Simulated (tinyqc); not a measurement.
CCSD on RHF in the sto-3g basis, for H4, spin multiplicity 1, step by step. One step of it, computed by the program tinyqc.

Question. Orthogonalisation. S = U s U^T; symmetric (Loewdin) form X = U s^(-1/2) U^T, so that X^T S X = 1.

overlap S:
```
          1H 1s     2H 1s     3H 1s     4H 1s
1H 1s  1.000000  0.609192  0.085376  0.017655
2H 1s  0.609192  1.000000  0.304010  0.085376
3H 1s  0.085376  0.304010  1.000000  0.609192
4H 1s  0.017655  0.085376  0.609192  1.000000
```

Give: eigenvalues of S; X.

Answer.

eigenvalues of S: 0.296  0.452  1.382  1.870

X:
```
        1H 1s   2H 1s   3H 1s   4H 1s
1H 1s   1.200  -0.423   0.053  -0.014
2H 1s  -0.423   1.254  -0.220   0.053
3H 1s   0.053  -0.220   1.254  -0.423
4H 1s  -0.014   0.053  -0.423   1.200
```
